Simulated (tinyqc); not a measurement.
On-chip power grid, static voltage drop by conjugate gradients: one step of the calculation.

A grid of 3 rows and 4 columns, node k = 4 row + column. Neighbours in a row are joined by Rx, in a column by Ry; pad nodes, which reach the supply through Rp: 0, 8. Each node draws I0, node 8 draws kh I0. The drops u = Vdd - V solve G u = i, with G the conductance matrix (1/Rp added on the diagonal at pad nodes).

Task. Conjugate-gradient step. q = G p; a = (r.r)/(p.q); u(new) = u + a p; r(new) = r - a q; b = (r.r)(new)/(r.r); p(new) = r(new) + b p.

Parameters, values chosen for the exercise: resistance of a horizontal segment Rx = 1.8 ohm; resistance of a vertical segment Ry = 1.2 ohm; resistance from a pad node to the supply Rp = 0.059 ohm.

u at the start (mV):
```
       col 0  col 1  col 2  col 3
row 0      0      0      0      0
row 1      0      0      0      0
row 2      0      0      0      0
```

r at the start (mA):
```
       col 0  col 1  col 2  col 3
row 0    7.6    7.6    7.6    7.6
row 1    7.6    7.6    7.6    7.6
row 2   60.8    7.6    7.6    7.6
```

p at the start (mA):
```
       col 0  col 1  col 2  col 3
row 0    7.6    7.6    7.6    7.6
row 1    7.6    7.6    7.6    7.6
row 2   60.8    7.6    7.6    7.6
```

Wanted: q; a; u after iteration 1; r after iteration 1; b; p after iteration 1.

Result.

q (mA S):
```
        col 0  col 1  col 2  col 3
row 0   128.8    0.0    0.0    0.0
row 1   -44.3    0.0    0.0    0.0
row 2  1104.4  -29.6    0.0    0.0
```

a = 0.064116 ohm

u after iteration 1 (mV):
```
        col 0   col 1   col 2   col 3
row 0  0.4873  0.4873  0.4873  0.4873
row 1  0.4873  0.4873  0.4873  0.4873
row 2  3.8983  0.4873  0.4873  0.4873
```

r after iteration 1 (mA):
```
         col 0  col 1  col 2  col 3
row 0   -0.659  7.600  7.600  7.600
row 1   10.442  7.600  7.600  7.600
row 2  -10.010  9.495  7.600  7.600
```

b = 0.17588

p after iteration 1 (mA):
```
        col 0   col 1  col 2  col 3
row 0   0.678   8.937  8.937  8.937
row 1  11.779   8.937  8.937  8.937
row 2   0.684  10.832  8.937  8.937
```

Numbers from tinyqc (`OMP_NUM_THREADS=1 python tinyqc.py 2770131 2770132 out.jsonl`; about 0.08 s on one thread of a shared Intel Xeon 2.30GHz).
